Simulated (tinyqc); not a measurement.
# Worked calculation: resistance of a source-drain extension with a graded tip

Computed by the program tinyqc: `OMP_NUM_THREADS=1 python tinyqc.py 2282136 2282137 out.jsonl`, one thread of a shared Intel Xeon 2.30GHz, about 0.05 s for the whole run. Printed values are rounded.

y runs along the channel, the gate covers y > 0. The doping is N0 for y < y0 and N0 10^(-(y - y0)/la) beyond, uniform over the depth xj. Sheet conductance s(y) = q mu(N) max(N - Nch, 0) xj + (for y > 0) ma Cox Vo, with mu(N) = u0 + (u1 - u0)/(1 + (N/Nr)^au) and Cox = eps0 eox/tox. Current is taken as one-dimensional; depletion of the tip, spreading and the contact are left out. The metallurgical junction lies at yj, where N = Nch.

Values chosen for this exercise; mobility law close to that of holes in silicon: relative permittivity of the gate insulator (close to silicon dioxide) eox = 3.9; insulator thickness tox = 2.4 nm; active doping of the extension far from the gate N0 = 7.8e19 cm^-3; lateral abruptness la = 4.3 nm/decade; position under the gate where the fall begins (gate edge at 0) y0 = 0.8 nm; depth of the extension xj = 26 nm; channel doping Nch = 1.7e18 cm^-3; gate overdrive Vo = 0.42 V; mobility of the gate-induced layer ma = 72 cm^2/(V s); mobility at low doping u1 = 470.5 cm^2/(V s); mobility at high doping u0 = 44.9 cm^2/(V s); reference doping Nr = 2.23e17 cm^-3; exponent au = 0.719; gate length Lg = 50 nm.

Constants: q = 1.602176634e-19 C, eps0 = 8.8541878128e-14 F/cm where lengths are in cm. Results are converted to the units shown.

## Sheet resistances and junction position

yj = y0 + la log10(N0/Nch); sheet resistance of the full extension 1/[q mu(N0)(N0 - Nch) xj] and of the gate-induced layer 1/(ma Cox Vo); metallurgical length Lg - 2 yj; ye is where the doped and the gate-induced conductances are equal.

yj = 7.945076 nm
sheet resistance of the extension = 615.4899 ohm/square
sheet resistance of the induced layer = 22983.50 ohm/square
metallurgical length = 34.10985 nm
ye = 7.090074 nm
N at ye = 2.687117e18 cm^-3

The gate takes over 0.855 nm before the junction, where N is still 1.58 times the channel doping.

## Resistance of the overlapped part

Midpoint rule on 11 equal steps from 0 to yj: R_ov = sum h/s(y), per width.

y, point 0 to 10 (nm): [0.3611398, 1.083420, 1.805699, 2.527979, 3.250259, 3.972538, 4.694818, 5.417098, 6.139377, 6.861657, 7.583937]
N, point 0 to 10 (cm^-3): [7.8e19, 6.701671e19, 4.552092e19, 3.091997e19, 2.100231e19, 1.426576e19, 9.689983e18, 6.581895e18, 4.470735e18, 3.036735e18, 2.062695e18]
doped conductance, point 0 to 10 (uS): [1624.722, 1410.033, 985.6392, 691.7252, 486.5673, 341.7014, 237.6637, 161.1009, 102.8142, 56.44308, 17.59000]
sheet resistance, point 0 to 10 (ohm/square): [599.4372, 687.9743, 971.6769, 1360.110, 1886.519, 2595.981, 3556.527, 4887.337, 6834.165, 10004.75, 16366.75]
R_ov = 35.934 ohm um

The exact integral is 36.431 ohm um; the coarse sum is 1.4 % below it.
